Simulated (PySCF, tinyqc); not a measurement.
Worked calculation: MP2 on RHF in the sto-3g basis, for H3+, spin multiplicity 1. The lowest restricted solution is unstable here: a spin-polarised one lies 0.0105 hartree lower (PySCF). One step of it, computed by the program tinyqc.

Problem. Second-order Moller-Plesset energy. E2 = sum_ijab (ia|jb) [2 (ia|jb) - (ib|ja)] / (e_i + e_j - e_a - e_b) over occupied i, j and virtual a, b; the opposite-spin part is (ia|jb)^2 / denominator, the rest is same-spin, and SCS-MP2 scales them by 6/5 and 1/3.

orbital energies (hartree): [-0.836641, -0.334475, 0.088411]

Two-electron integrals over orbitals (pq|rs), unique and non-zero (hartree):
```
(11|11) 0.521951    (21|21) 0.147955    (22|11) 0.439183    (22|22) 0.503567
(31|11) 0.089777    (31|22) -0.054502   (31|31) 0.144804    (32|21) -0.146770
(32|32) 0.162086    (33|11) 0.529050    (33|22) 0.465967    (33|31) 0.079024
(33|33) 0.560935
```

Hartree-Fock energy = -1.12488991 hartree

Give: Terms; Pair energies; MP2 correlation energy; SCS-MP2 correlation energy; MP2 total energy.

Solution.

Terms:
```
i  j  a  b  (ia|jb)  (ib|ja)  denominator    term
1  1  2  2    0.148    0.148       -1.004  -0.022
1  1  3  3    0.145    0.145       -1.850  -0.011
```

Pair energies (hartree; pair i-j sums ij and ji):
```
pair  opposite spin  same spin
1-1          -0.033      0.000
```

MP2 correlation energy = -0.03313 hartree

SCS-MP2 correlation energy = -0.03976 hartree

MP2 total energy = -1.15802 hartree
